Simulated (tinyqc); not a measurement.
From results to parameters: diatomic chain. Computed by the program tinyqc.

Problem. A chain of two alternating masses has one spring constant k; at the zone edge omega^2 = 2k/M and 2k/m, and wavenumber = 521.4708 sqrt(omega^2) with omega^2 in eV/(angstrom^2 u). Find k, the heavier mass and the optical wavenumber at q = 0.

wavenumbers at the zone edge (cm^-1): 285.932285  314.251775
lighter mass = 38.000000 u

Solution. The upper value gives k = m omega^2/2, the ratio of the squares gives M/m, and at q = 0 omega^2 = 2k (1/m + 1/M), the sum of the two.

k = 6.900 eV/angstrom^2
heavier mass = 45.9000 u
optical wavenumber at q = 0 = 424.866 cm^-1
